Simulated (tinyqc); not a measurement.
# Defect equilibria of an oxide against oxygen pressure (mass action), step by step

A worked calculation. Computed by tinyqc, a small Python program that keeps every step. Command: `OMP_NUM_THREADS=1 python tinyqc.py 3018382 3018383 out.jsonl brouwer walk`. One thread of a shared host (Intel(R) Xeon(R) Processor @ 2.30GHz), about 0.01 s of CPU time with the checks. Intermediate numbers are printed to about 6 digits and carried at full precision; extremes and crossings named in words are read from the listed rows.

Defects: oxygen vacancies V (charge +2), electrons n, holes p, the ionic partner X = V_M'' (charge -2), and the dopant. Activities are taken equal to concentrations.

Inputs (values chosen for the exercise, for a model oxide): reduction enthalpy H_r = 4.48 eV; prefactor K_r0 = 4.2e+69 cm^-9 atm^(1/2); gap E_g = 2.49 eV; prefactor N_c N_v = 1.1e+42 cm^-6; disorder enthalpy H_s = 4.16 eV; prefactor K_s0 = 3e+45 cm^-6; dopant density N_d = 4e+17 cm^-3; temperature T = 800 K; oxygen pressure P = 0.0008 atm; electron mobility mu_n = 0.081 cm^2/(V s); hole mobility mu_p = 0.057 cm^2/(V s); vacancy diffusion prefactor D_0 = 0.089 cm^2/s; vacancy migration energy E_m = 0.52 eV.

Ionic disorder: Schottky, oxide MO. Dopant (singly charged, fully ionised): acceptor.

Constants: k_B = 8.617333262e-05 eV/K; e = 1.602176634e-19 C.

## Equilibrium constants

K_r = K_r0 exp(-H_r/k_B T) = [V] n^2 P^(1/2); K_i = N_c N_v exp(-E_g/k_B T) = n p; K_s = K_s0 exp(-H_s/k_B T) = [X] [V].

K_r = 2.51473e+41 cm^-9 atm^(1/2)

K_i = 2.26508e+26 cm^-6

K_s = 1.86327e+19 cm^-6

## Trial electron densities

Neutrality: 2 [V] + p = n + 2 [X] + N_d. With n as the unknown, [V] = K_r/(n^2 P^(1/2)), p = K_i/n, [X] = K_s/[V]; the log ratio is ln(positive/negative).

Densities (cm^-3):
```
n                 [V]            p          [X]  log ratio
1.00e+11  8.89092e+20  2.26508e+15  2.09570e-02     8.3996
1.00e+12  8.89092e+18  2.26508e+14  2.09570e+00     3.7945
1.00e+13  8.89092e+16  2.26508e+13  2.09570e+02    -0.8106
1.00e+14  8.89092e+14  2.26508e+12  2.09570e+04    -5.4148
1.00e+15  8.89092e+12  2.26508e+11  2.09570e+06   -10.0109
```

## Solution at the given pressure

The root is found by 60 bisections in ln n between n = 1e-10 and 1e25 cm^-3.

n = 6.66765e+12 cm^-3

[V] = 1.99986e+17 cm^-3

p = 3.39711e+13 cm^-3

[X] = 93.1696 cm^-3

The largest terms give the Brouwer balance 2 [V] = N_d; the smaller of the two terms is 100 % of the total charge of one sign.

## Conductivities

sigma_n = e n mu_n, sigma_p = e p mu_p, sigma_ion = 2 e [V] mu_V with mu_V = 2 e D/(k_B T) and D = D_0 exp(-E_m/k_B T); only the oxygen vacancies carry ionic current, and the ionic transport number is sigma_ion over the total.

sigma_n = 8.65304e-08 S/cm

sigma_p = 3.10238e-07 S/cm

sigma_ion = 8.76682e-05 S/cm

total conductivity = 8.80650e-05 S/cm

ionic transport number = 0.995495

The conductor is mainly ionic here.

## Brouwer diagram

The slope is d log n / d log P from this row and the one above; the last column names the largest term on each side. Pressures that give more than 3e21 cm^-3 are left out.

Log10 of the densities in cm^-3:
```
log10 P (atm)        n      [V]        p      [X]  slope of n      balance
-32            19.2305  18.9395   7.1246  0.33073           -    2 [V] = n
-28            18.5518  18.2970   7.8033  0.97332   -0.169676    2 [V] = n
-24            17.8337  17.7331   8.5214  1.53714   -0.179522    2 [V] = n
-20            17.0012  17.3982   9.3539  1.87210   -0.208130  2 [V] = N_d
-16            16.0438  17.3129  10.3113  1.95740   -0.239338  2 [V] = N_d
-12            15.0491  17.3022  11.3060  1.96803   -0.248671  2 [V] = N_d
-8             14.0497  17.3011  12.3054  1.96913   -0.249863  2 [V] = N_d
-4             13.0497  17.3010  13.3053  1.96925   -0.249984  2 [V] = N_d
0              12.0498  17.3008  14.3052  1.96946   -0.249974  2 [V] = N_d
```

Regimes: 2 [V] = n from log P = -32 to -24, where that balance predicts a slope of -1/6 and the table comes as close as -0.170; 2 [V] = N_d from log P = -20 to 0, where that balance predicts a slope of -1/4 and the table comes as close as -0.250.

## Conductivity against oxygen pressure

The formulas are those given above.

Log10 of the conductivities in S/cm:
```
log10 P (atm)    n-type    p-type     ionic     total  ionic transport number
-28            -1.33504  -12.2361  -3.06121  -1.32695                0.018439
-24            -2.05312  -11.5180  -3.62503  -2.04164                0.026098
-20            -2.88564  -10.6855  -3.95999  -2.85051                0.077718
-16            -3.84300   -9.7281  -4.04528  -3.63144                0.385616
-12            -4.83768   -8.7335  -4.05591  -3.98947                0.858144
-8             -5.83713   -7.7340  -4.05701  -4.04977                0.983476
-4             -6.83707   -6.7341  -4.05714  -4.05551                0.996250
0              -7.83696   -5.7342  -4.05735  -4.04823                0.979228
```

The ionic transport number exceeds 0.9 in the rows log P = -8, -4, 0: the electrolytic window. The total is lowest at log P = -4, between the n-type and the p-type branch, on the plateau of the ionic part.

Checks made by the program: the three mass-action laws (relative difference below 1e-10).
